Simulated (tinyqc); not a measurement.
Stacked nanosheet transistor, parasitic resistance, capacitance and delay: what each parasitic element costs.

Ns sheets share one contact on top; each has perimeter p = 2 (Ws + ts) and cross-section A = Ws ts; contact width Wc = Ws + 10 nm, stack height Hs = Ns pv. Sheet 1 is the top one. Contact length Lc = CPP - Lg - 2 Lsp, shared by two neighbouring gates. Source and drain sides are equal. The formulas are first-order estimates, not field solutions.

Epitaxy sheet resistance Rsh = re/te, transfer length LT = sqrt(rc/Rsh), contact Rc = [sqrt(rc Rsh)/Wc] coth(Lc/(2 LT)); extension of one sheet Rx = rx Lsp/A. With N sheets: gate Cg = Cinv p N Lg; per side, plate Cp = ks eps0 [Wc (Hs + Hc) - N A]/Lsp, top fringe Cf = (2/pi) ks eps0 Wc ln(1 + Lg/(2 Lsp)), overlap Co = Cinv p N Lov. One sheet: I = p Q vx u/(1 + |u|^1.8)^(1/1.8), Q = Cinv n Vt ln(1 + exp((Vg' - VT + dl Vd')/(n Vt))), u = Vd' mu/(vx Lg), Vg' = Vgs - v, Vd' = Vds - 2 v, with the drop on each side v_j = Rc sum I + rv (sum over levels k = 2..j of the current of sheets k..Ns) + Rx I_j. Ieff = [I(Vgs = Vdd, Vds = Vdd/2) + I(Vdd/2, Vdd)]/2, total currents. With Cs = Cp + Cf + Co, the load of an inverter of two such devices driving an equal one is CL = 2 (Cg + 2 Cs) + 4 Cs + Cw (own drains counted twice for the Miller effect); delay CL Vdd/(2 Ieff). Each row removes one element and keeps the rest.

Inputs (values chosen for the exercise); values close to those of silicon logic devices:
- T = 300 K (temperature)
- Ns = 3 (number of sheets)
- Ws = 20 nm (sheet width)
- ts = 7 nm (sheet thickness)
- pv = 18 nm (vertical pitch of the sheets)
- rv = 168 ohm (vertical resistance between sheet levels)
- CPP = 51 nm (contacted gate pitch)
- Lg = 14 nm (gate length)
- Lsp = 7 nm (spacer length)
- ks = 3.3 (relative permittivity of the spacer)
- Hc = 20 nm (gate height above the channel stack)
- rc = 5.9e-10 ohm cm^2 (contact resistivity)
- re = 0.00036 ohm cm (resistivity of the source-drain epitaxy)
- te = 20 nm (current-carrying depth of the epitaxy)
- rx = 0.0007 ohm cm (resistivity of the extension)
- Lov = 1 nm (gate overlap)
- Cinv = 2.3 uF/cm^2 (inversion capacitance)
- vx = 9.7e6 cm/s (injection velocity)
- mu = 270 cm^2/(V s) (apparent mobility)
- VT = 0.23 V (threshold at zero drain voltage)
- dl = 0.022 V/V (barrier lowering)
- n = 1.26 (subthreshold factor)
- Cw = 0.23 fF (wire load)
- Vdd = 0.8 V (supply voltage)

Constants: q = 1.602176634e-19 C, kB = 1.380649e-23 J/K, eps0 = 8.8541878128e-12 F/m, Vt = kB T/q. Results are converted to the units shown.

One element removed at a time:
```
	Ieff (uA)	CL (aF)	delay (ps)
as given	117.9	427.3	1.449
no contact resistance	126.6	427.3	1.351
no extension resistance	123.0	427.3	1.389
no vertical resistance	121.9	427.3	1.402
air spacer (ks = 1)	117.9	383.3	1.300
no overlap	117.9	397.5	1.348
no wire	117.9	197.3	0.6693
```

What do the numbers show?

Gains in delay, largest first: no wire 54 %, air spacer (ks = 1) 10 %, no overlap 7.0 %, no contact resistance 6.8 %, no extension resistance 4.1 %, no vertical resistance 3.3 %.

Program tinyqc, `OMP_NUM_THREADS=1 python tinyqc.py 2170096 2170097 out.jsonl`; Intel Xeon 2.30GHz, shared host, one thread, about 0.06 s.
